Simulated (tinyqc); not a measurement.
CIS and TDHF on RHF in the sto-3g basis, frozen core, for BeH2, spin multiplicity 1, step by step (part 2 of 2). Computed by tinyqc, a small Python program that keeps every step (integrals from PySCF). Command: `OMP_NUM_THREADS=1 python tinyqc.py 25269 25270 out.jsonl` (the two numbers bound the seeds that draw the settings). One thread of a shared host (Intel(R) Xeon(R) Processor @ 2.60GHz), about 0.09 s of CPU time with the checks.

Geometry (angstrom):
```
atom         x          y         z
Be    0.000000   0.000000  0.000000
H     0.000000   1.543000  0.000000
H     0.000000  -1.618000  0.000000
```

## CIS triplet states

CIS matrix A, triplet (hartree), order 2>4, 2>5, 2>6, 2>7, 3>4, 3>5, 3>6, 3>7:
```
[[0.277272, 0.000000, 0.000000, 0.000000, -0.000408, 0.000000, 0.000000, 0.000000],
 [0.000000, 0.277272, 0.000000, 0.000000, 0.000000, -0.000408, 0.000000, 0.000000],
 [0.000000, 0.000000, 0.395668, -0.045063, 0.000000, 0.000000, -0.011131, 0.131155],
 [0.000000, 0.000000, -0.045063, 0.704675, 0.000000, 0.000000, 0.131155, 0.018770],
 [-0.000408, 0.000000, 0.000000, 0.000000, 0.251852, 0.000000, 0.000000, 0.000000],
 [0.000000, -0.000408, 0.000000, 0.000000, 0.000000, 0.251852, 0.000000, 0.000000],
 [0.000000, 0.000000, -0.011131, 0.131155, 0.000000, 0.000000, 0.331011, 0.044730],
 [0.000000, 0.000000, 0.131155, 0.018770, 0.000000, 0.000000, 0.044730, 0.655484]]
```

Diagonalise A (1 hartree = 27.211386 eV); each vector has its largest component positive (the first on a tie).

triplet excitation energies (eV): [6.853053, 6.853053, 7.545121, 7.545121, 7.727385, 9.152246, 19.326985, 20.579125]

lowest vectors, order 2>4, 2>5, 2>6, 2>7, 3>4, 3>5, 3>6, 3>7:
```
[[0.005600, 0.015037, 0.445840, 0.894969, 0.000000, 0.000000],
 [0.015037, -0.005600, 0.894969, -0.445840, 0.000000, 0.000000],
 [0.000000, 0.000000, 0.000000, 0.000000, 0.174928, 0.898056],
 [0.000000, 0.000000, 0.000000, 0.000000, -0.265390, 0.190407],
 [0.348925, 0.937013, -0.007155, -0.014363, 0.000000, 0.000000],
 [0.937013, -0.348925, -0.014363, 0.007155, 0.000000, 0.000000],
 [0.000000, 0.000000, 0.000000, 0.000000, 0.934396, -0.175275],
 [0.000000, 0.000000, 0.000000, 0.000000, -0.160849, -0.355696]]
```

Within a degenerate level the vectors are fixed only up to a rotation; this is one choice.

## TDHF (RPA) triplet states

Two-electron integrals over orbitals (pq|rs), unique and non-zero (hartree); the lowest 1 orbital is frozen and left out:
```
(22|22) 0.391260    (32|22) -0.052352   (32|32) 0.142053    (33|22) 0.368094
(33|32) 0.042631    (33|33) 0.421586    (42|42) 0.046542    (43|42) 0.005282
(43|43) 0.013156    (44|22) 0.353117    (44|32) 0.000408    (44|33) 0.333263
(44|44) 0.449859    (52|52) 0.046542    (53|52) 0.005282    (53|53) 0.013156
(54|54) 0.024249    (55|22) 0.353117    (55|32) 0.000408    (55|33) 0.333263
(55|44) 0.401360    (55|55) 0.449859    (62|22) -0.018938   (62|32) 0.016097
(62|33) -0.035605   (62|44) 0.066306    (62|55) 0.066306    (62|62) 0.080864
(63|22) 0.028466    (63|32) -0.085394   (63|33) -0.035573   (63|44) 0.017326
(63|55) 0.017326    (63|62) 0.007577    (63|63) 0.090418    (64|42) 0.045696
(64|43) 0.008218    (64|64) 0.048995    (65|52) 0.045696    (65|53) 0.008218
(65|65) 0.048995    (66|22) 0.370521    (66|32) 0.011131    (66|33) 0.389903
(66|44) 0.351216    (66|55) 0.351216    (66|62) -0.025681   (66|63) -0.014180
(66|66) 0.392999    (72|22) -0.014417   (72|32) 0.037866    (72|33) 0.006487
(72|44) 0.013827    (72|55) 0.013827    (72|62) 0.023566    (72|63) -0.058422
(72|66) -0.000740   (72|72) 0.060459    (73|22) -0.001068   (73|32) -0.002071
(73|33) 0.017074    (73|44) -0.069188   (73|55) -0.069188   (73|62) -0.074774
(73|63) -0.023393   (73|66) 0.019966    (73|72) -0.011457   (73|73) 0.084390
(74|42) 0.005085    (74|43) -0.012550   (74|64) 0.002060    (74|74) 0.017092
(75|52) 0.005085    (75|53) -0.012550   (75|65) 0.002060    (75|75) 0.017092
(76|22) 0.045063    (76|32) -0.131155   (76|33) -0.044730   (76|44) 0.000600
(76|55) 0.000600    (76|62) -0.012846   (76|63) 0.089639    (76|66) -0.014201
(76|72) -0.047094   (76|73) -0.000389   (76|76) 0.134735    (77|22) 0.404795
(77|32) -0.018770   (77|33) 0.408711    (77|44) 0.376832    (77|55) 0.376832
(77|62) -0.019639   (77|63) 0.009637    (77|66) 0.407029    (77|72) -0.008066
(77|73) -0.004428   (77|76) 0.014094    (77|77) 0.453926
```

B(ia,jb) = - (ib|ja); the squared energies are the eigenvalues of (A - B)(A + B); 1 hartree = 27.211386 eV.

TDHF matrix B, triplet (hartree), order 2>4, 2>5, 2>6, 2>7, 3>4, 3>5, 3>6, 3>7:
```
[[-0.046542, 0.000000, 0.000000, 0.000000, -0.005282, 0.000000, 0.000000, 0.000000],
 [0.000000, -0.046542, 0.000000, 0.000000, 0.000000, -0.005282, 0.000000, 0.000000],
 [0.000000, 0.000000, -0.080864, -0.023566, 0.000000, 0.000000, -0.007577, 0.058422],
 [0.000000, 0.000000, -0.023566, -0.060459, 0.000000, 0.000000, 0.074774, 0.011457],
 [-0.005282, 0.000000, 0.000000, 0.000000, -0.013156, 0.000000, 0.000000, 0.000000],
 [0.000000, -0.005282, 0.000000, 0.000000, 0.000000, -0.013156, 0.000000, 0.000000],
 [0.000000, 0.000000, -0.007577, 0.074774, 0.000000, 0.000000, -0.090418, 0.023393],
 [0.000000, 0.000000, 0.058422, 0.011457, 0.000000, 0.000000, 0.023393, -0.084390]]
```

squared energies w^2 (hartree^2): [0.060915, 0.063206, 0.063206, 0.074708, 0.074708, 0.095242, 0.500149, 0.567780]

TDHF energies from the positive w^2 (eV): [6.716055, 6.841148, 6.841148, 7.437640, 7.437640, 8.397787, 19.244223, 20.504099]
